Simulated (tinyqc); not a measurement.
Elastic strain and critical thickness of a cubic alloy layer A(1-x)B(x) on a thick substrate: one step, computed by the program tinyqc.

Strain is positive in tension. The layer is coherent with the substrate unless said otherwise.

Question. Biaxial strain, stress and energy. (001): D = 2 C12/C11, M = C11 + C12 - 2 C12^2/C11. The free surface carries no normal stress, so e_perp = -D f; dV/V = 2 f + e_perp; stress = M f; energy per area = M f^2 h (1 GPa nm = 1 J/m^2).

Inputs (values chosen for the exercise, for a model alloy): layer thickness h = 14 nm.

Growth plane: (001).

elastic constants (GPa): C11 131.4010, C12 57.1925, C44 68.3343

misfit f = 0.02502108

Give: ratio D; normal strain e_perp; volume strain dV/V; biaxial modulus M; in-plane stress; strain energy per area.

Answer.

ratio D = 0.8705

normal strain e_perp = -0.02178

volume strain dV/V = 0.02826

biaxial modulus M = 138.8 GPa

in-plane stress = 3.473 GPa

strain energy per area = 1.217 J/m^2

Caution: above about 2 % misfit, linear elasticity is rough and compressed layers tend to form islands before dislocations.
